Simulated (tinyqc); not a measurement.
Potential-pH (Pourbaix) lines of a metal, its cation, its oxide and an oxyanion, with a complexing ligand: one step, computed by the program tinyqc.

Potentials are against the standard hydrogen electrode; solids and water have unit activity; dG_f of M, H+ and the electron is zero; F = e N_A and s = R T ln(10)/F. The cation carries z = 2.

Question. Standard potentials. M2+ + 2e = M; MO + 2H+ + 2e = M + H2O; MO2(2-) + 4H+ + 2e = M + 2H2O. For each, E0 = -dG/(z F), and E = E0 + (s/z) log10 a - (s n_H/z) pH, with no activity term for the oxide.

Inputs (values chosen for the exercise, for a model metal):
```
quantity                value    unit
dG_f of the cation     -142.6  kJ/mol
dG_f of the oxide      -339.4  kJ/mol
dG_f of the oxyanion  -398.57  kJ/mol
dG_f of water         -237.14  kJ/mol
temperature T          298.15       K
```

Species: M, M2+, MO, MO2(2-).

Constants: R = 8.314462618 J/(mol K); e = 1.602176634e-19 C; N_A = 6.02214076e+23 1/mol.

Give: s; E0.

Answer.

s = 0.05916 V

E0 (V): cation -0.7390, oxide -0.5299, oxyanion 0.3923

The metal is less noble than hydrogen.
